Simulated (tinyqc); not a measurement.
What moves the results: coherent potential approximation for a binary alloy with a semi-elliptic band. A value that a table varies takes the place of the one given here.

Site levels eA = -x d (share 1 - x) and eB = (1 - x) d (share x), so that their mean, the virtual crystal, is 0. Pure band: G0(z) = 2 (z - sqrt(z - W) sqrt(z + W))/W^2 with principal roots, density -Im G/pi per site. The medium has a self-energy S(z), G = G0(z - S), z = E + i eta. t_i = (e_i - S)/(1 - (e_i - S) G); the CPA demands <t> = (1 - x) tA + x tB = 0. Iteration: start at S = 0, set S(new) = S + <t>/(1 + <t> G), stop when |<t>| < 1e-9 eV.

Inputs chosen for the exercise: W = 2.3 eV (half width of the pure band); x = 0.48 (fraction of B); d = 2.77 eV (eB - eA); eta = 0.046 eV (broadening); E1 = -3.6 eV (first energy); dE = 0.53 eV (step); E = 0.24 eV (energy).

## Virtual crystal, CPA and unmixed bands

Fifteen energies E1 + j dE. Virtual crystal: G0(z). Unmixed: (1 - x) G0(z - eA) + x G0(z - eB), the limit of large separate grains.

Densities (1/eV) and self-energy (eV):

| E (eV) | virtual crystal | CPA | unmixed | Re S | Im S |
|---|---|---|---|---|---|
| -3.60 | 0.0017 | 0.0039 | 0.0250 | -0.6032 | -0.0118 |
| -3.07 | 0.0028 | 0.0650 | 0.0918 | -0.8146 | -0.1116 |
| -2.54 | 0.0075 | 0.1563 | 0.1202 | -0.8586 | -0.3005 |
| -2.01 | 0.1295 | 0.1922 | 0.1356 | -0.9039 | -0.4495 |
| -1.48 | 0.2065 | 0.2026 | 0.1424 | -0.9731 | -0.6132 |
| -0.95 | 0.2466 | 0.1903 | 0.1459 | -1.1006 | -0.8300 |
| -0.42 | 0.2667 | 0.1462 | 0.2049 | -1.4416 | -1.2040 |
| 0.11 | 0.2710 | 0.0238 | 0.2152 | -0.4445 | -13.1973 |
| 0.64 | 0.2604 | 0.1465 | 0.1936 | 1.4559 | -1.3213 |
| 1.17 | 0.2329 | 0.1864 | 0.1337 | 1.1332 | -0.8873 |
| 1.70 | 0.1811 | 0.1950 | 0.1309 | 1.0123 | -0.6430 |
| 2.23 | 0.0656 | 0.1800 | 0.1231 | 0.9463 | -0.4584 |
| 2.76 | 0.0045 | 0.1356 | 0.1068 | 0.9020 | -0.2847 |
| 3.29 | 0.0022 | 0.0144 | 0.0769 | 0.7866 | -0.0342 |
| 3.82 | 0.0014 | 0.0029 | 0.0077 | 0.5931 | -0.0107 |

d/W = 1.20. CPA and virtual crystal differ by at most 0.247 1/eV, at 0.11 eV, against a peak of 0.277 for the pure band. |Im S| is largest at 0.11 eV (Im S = -13.197 eV); where the density is near zero this is no damping of states. The CPA density has a dip at 0.11 eV (0.0238): the band is parting, or has parted, into an A-like and a B-like subband (in a true gap only the tail of eta remains), which no virtual crystal can show.

## Bowing of the band edge from disorder

For eta = 0 the CPA reads G = (1 - x)/(y - eA) + x/(y - eB) with y = E - W^2 G/4; the lower edge is the maximum of E(y) = y + W^2 G(y)/4 for y < eA. The virtual crystal puts it at -W. Second order: -W - 2 x (1 - x) d^2/W, from S = x (1 - x) d^2 G0(-W), G0(-W) = -2/W.

Lower edge (eV):

| x | edge | edge + W | second order | (edge + W)/(x (1 - x)) |
|---|---|---|---|---|
| 0.05 | -2.3973 | -0.0973 | -0.3169 | -2.0474 |
| 0.10 | -2.4932 | -0.1932 | -0.6005 | -2.1467 |
| 0.25 | -2.7720 | -0.4720 | -1.2510 | -2.5174 |
| 0.40 | -3.0337 | -0.7337 | -1.6013 | -3.0572 |
| 0.50 | -3.1953 | -0.8953 | -1.6680 | -3.5814 |
| 0.60 | -3.3428 | -1.0428 | -1.6013 | -4.3448 |
| 0.75 | -3.5229 | -1.2229 | -1.2510 | -6.5219 |
| 0.90 | -3.5987 | -1.2987 | -0.6005 | -14.4306 |
| 0.95 | -3.5595 | -1.2595 | -0.3169 | -26.5168 |

second-order coefficient = -6.6721 eV

Disorder pushes the edge below the virtual crystal, most at x = 0.9 (-1299 meV). The coefficient runs from -2.047 at x = 0.05 to -26.517 eV at 0.95, against -6.672 in second order, which is only a guide at d/W = 1.20: it depends strongly on x and is largest in size where the low-lying A atoms are dilute and act as attractive impurities. For d above W/2 they bind a level, and the ratio then measures that level rather than bowing.

## When the band splits

x as given, d varied, eta as given. The density is taken at E = (eA + eB)/2 and at E = eA + eB = (1 - 2x) d, where S has its pole for well split bands; a gap shows as a density of the size of the broadening tail.

Between the two levels:

| d/W | d (eV) | density at the midpoint (1/eV) | density at (1 - 2x) d (1/eV) | Im S at the midpoint (eV) |
|---|---|---|---|---|
| 0.2 | 0.46 | 0.2660 | 0.2659 | -0.046 |
| 0.4 | 0.92 | 0.2493 | 0.2492 | -0.195 |
| 0.6 | 1.38 | 0.2191 | 0.2189 | -0.496 |
| 0.8 | 1.84 | 0.1703 | 0.1694 | -1.109 |
| 1.0 | 2.30 | 0.0954 | 0.0873 | -2.640 |
| 1.2 | 2.76 | 0.0264 | 0.0244 | -5.512 |
| 1.5 | 3.45 | 0.0089 | 0.0088 | -11.092 |
| 2.0 | 4.60 | 0.0037 | 0.0037 | -17.234 |

The midpoint density falls from 0.266 to 0.0037 1/eV; it first drops below a tenth of the pure peak (0.028) at d/W = 1.2. At (1 - 2x) d the density drops below that mark at d/W = 1.2, so the bands have parted by then (this mark lags the true splitting), and is least, 0.0037, at d/W = 2. For x = 1/2 the two coincide and the band splits at d = W exactly; here x = 0.48. The size of Im Sigma at the midpoint is largest at d/W = 2. It is a lifetime only where the density there is finite; for well separated bands, d/W above 1/(2 sqrt(x (1 - x))), S has a pole in the gap at (1 - 2x) d.

## What each parameter does

Converged values at E. Each row changes one parameter from the base and keeps the others.

Results:

| case | Re S (eV) | Im S (eV) | density (1/eV) |
|---|---|---|---|
| base | 3.3213 | -2.5408 | 0.0559 |
| W = 2.53 eV | 2.0949 | -2.7791 | 0.0783 |
| x = 0.53 | 1.6337 | -1.3154 | 0.1265 |
| d = 3.047 eV | 6.7398 | -3.0980 | 0.0203 |
| eta = 0.092 eV | 2.5748 | -3.1629 | 0.0655 |
| E = 0.47 eV | 1.7372 | -1.5878 | 0.1211 |

The largest shifts from the base row, up to three for each result and ties (the steps differ in size, so this ranks the rows, not the parameters). Re S (eV): d +3.4186, x -1.6876, E -1.5841. Im S (eV): x +1.2254, E +0.9530, eta -0.6220. density (1/eV): x +0.0706, E +0.0652, d -0.0356.

Program tinyqc; command `OMP_NUM_THREADS=1 python tinyqc.py 1452063 1452064 out.jsonl`; about 0.01 s on one thread of a shared Intel(R) Xeon(R) Processor @ 2.30GHz.
